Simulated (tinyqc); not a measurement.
Lossy on-chip transmission line with skin effect: two steps of the calculation.

A uniform line in a homogeneous dielectric: c = sqrt(er)/(c0 Z0), l = Z0 sqrt(er)/c0 (c0 = 299792458 m/s), g = w c td, w = 2 pi f. The resistance joins its limits as r = sqrt(r_dc^2 + r_hf^2), with r_dc = rho/(wd th), r_hf = kr rho/(2 delta (wd + th)), delta = sqrt(rho/(pi f mu0)), mu0 = 4 pi 1e-7 H/m; this is an interpolation, and internal inductance, up to 0.05 nH/mm at low frequency, is neglected.

Parameters, values chosen for the exercise:
```
symbol,value,unit,meaning
wd,2.9,um,width of the strip
th,0.53,um,thickness of the strip
rho,1.8,uohm cm,resistivity
er,3.9,,relative permittivity
td,0,,loss tangent
Z0,75,ohm,lossless impedance sqrt(l/c)
kr,1.5,,factor for crowding and the return path
len,2.7,mm,length
f,1,GHz,frequency
```

Problem 1. Line constants. delta, r_dc, r_hf, r, l, c and g as defined.

Find: delta; r_dc; r_hf; r; l; c; g.

Solution 1.

delta = 2.135 um
r_dc = 11.71 ohm/mm
r_hf = 1.843 ohm/mm
r = 11.86 ohm/mm
l = 0.4941 nH/mm
c = 87.83 pF/m
g = 0 S/m

r is 1.01 times r_dc; the skin depth is 4.03 of the thickness.

Problem 2. Propagation constant and impedance. gamma = sqrt((r + i w l)(g + i w c)) = alpha + i beta, Zc = sqrt((r + i w l)/(g + i w c)), roots with positive real part; loss 8.685889638 alpha in dB; phase velocity w/beta.

r = 11.855295 ohm/mm
l = 0.49405223 nH/mm
c = 87.831508 pF/m
g = 0 S/m

Find: gamma len; Zc; loss; phase velocity over c0; r/(w l).

Solution 2.

gamma len = 0.1357+0.1758i
Zc = 118.0-91.1i ohm
loss = 0.4365 dB/mm
phase velocity over c0 = 0.3219
r/(w l) = 3.819

r exceeds w l, so the line behaves mainly as an RC line at this frequency.

tinyqc, about 0.01 s, one thread, Intel Xeon 2.30GHz (shared host): `OMP_NUM_THREADS=1 python tinyqc.py 2810121 2810122 out.jsonl`
